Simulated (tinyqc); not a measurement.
Octagonal on-chip spiral inductor, lumped pi model: two steps of the calculation.

Outer diameter do = di + 2 n wd + 2 (n - 1) sp, mean da = (do + di)/2, fill p = (do - di)/(do + di), length l = 3.314 n da. L = 2.25 mu0 n^2 da/(1 + 3.55 p), mu0 = 4 pi 1e-7 H/m. Rs = rho l/(wd delta (1 - exp(-th/delta))), delta = sqrt(rho/(pi f mu0)). Cs = n wd^2 eps0 eo/hu across the coil. At each end Cox = l wd eps0 eo/(2 ho) leads to the substrate branch Rsi = 2 rs he/(l wd) in parallel with Csi = l wd eps0 11.7/(2 he). With one end grounded Y = 1/(Rs + i w L) + i w Cs + 1/[1/(i w Cox) + 1/(1/Rsi + i w Csi)], w = 2 pi f; Q = -Im Y/Re Y. Eddy currents in neighbouring turns and in the substrate are left out.

Values chosen for this exercise; values of the order met in silicon radio-frequency processes: number of turns n = 4.5; line width wd = 20 um; space between turns sp = 3 um; inner diameter di = 140 um; metal thickness th = 2 um; metal resistivity rho = 3 uohm cm; oxide below the coil ho = 3.1 um; oxide between coil and underpass hu = 0.7 um; relative permittivity of the oxide eo = 4.1; substrate resistivity rs = 100 ohm cm; effective spreading depth in the substrate he = 80 um; frequency f = 2.4 GHz.

Constants: eps0 = 8.8541878128e-12 F/m. Results are converted to the units shown.

Problem 1. Geometry and model elements. do, l, L, delta, Rs, Cs, Cox, Rsi and Csi as defined.

Give: do; l; L; delta; Rs; Cs; Cox; Rsi; Csi.

Solution 1.

do = 341.0 um
l = 3587 um
L = 5.545 nH
delta = 1.779 um
Rs = 4.479 ohm
Cs = 93.35 fF
Cox = 420.0 fF
Rsi = 2231 ohm
Csi = 46.44 fF

Problem 2. Admittance, quality factor and apparent inductance. Series branch 1/(Rs + i w L), substrate branch, total Y, Q = -Im Y/Re Y, apparent inductance Im(1/Y)/w, metal-only value w L/Rs, share of the loss in the substrate Re(substrate branch)/Re Y.

L = 5.5446385 nH
Rs = 4.4790306 ohm
Cs = 93.348437 fF
Cox = 420.00164 fF
Rsi = 2230.5393 ohm
Csi = 46.443475 fF

Find: series branch; substrate branch; Y; Q; apparent inductance; w L/Rs; share of the loss in the substrate.

Solution 2.

series branch = 0.639-11.926i mS
substrate branch = 0.36202+0.65369i mS
Y = 1.0009-9.8645i mS
Q = 9.8558
apparent inductance = 6.6540 nH
w L/Rs = 18.667
share of the loss in the substrate = 36.170 %

Q is 52.8 % of the metal-only value.

tinyqc, about 0.01 s, one thread, Intel Xeon 2.30GHz (shared host): `OMP_NUM_THREADS=1 python tinyqc.py 2302225 2302226 out.jsonl`
